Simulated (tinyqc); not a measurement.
Screening length from the swing.

Inverse problem. In a simple model of a Schottky-barrier transistor a barrier thinner than d = 3.9 nm is transparent, so the effective barrier is pn - psi (1 - exp(-d/lam)) and the swing beyond flat band is Vt ln 10/(1 - exp(-d/lam)). Find the thermionic swing, lam, and the effective barrier at psi = 0.2 V.

Inputs (values chosen for the exercise): temperature T = 300 K; barrier for electrons at both contacts pn = 0.71 eV.

Constants: q = 1.602176634e-19 C, kB = 1.380649e-23 J/K, Vt = kB T/q. Results are converted to the units shown.

swing in the tunnelling range = 99.833510 mV/decade

Answer. The ratio of the two swings is 1 - exp(-d/lam).

Vt ln 10 = 59.5 mV/decade
lam = 4.30 nm
effective barrier = 0.591 eV

Program tinyqc, `OMP_NUM_THREADS=1 python tinyqc.py 2390136 2390137 out.jsonl`; Intel Xeon 2.30GHz, shared host, one thread, about 0.1 s.
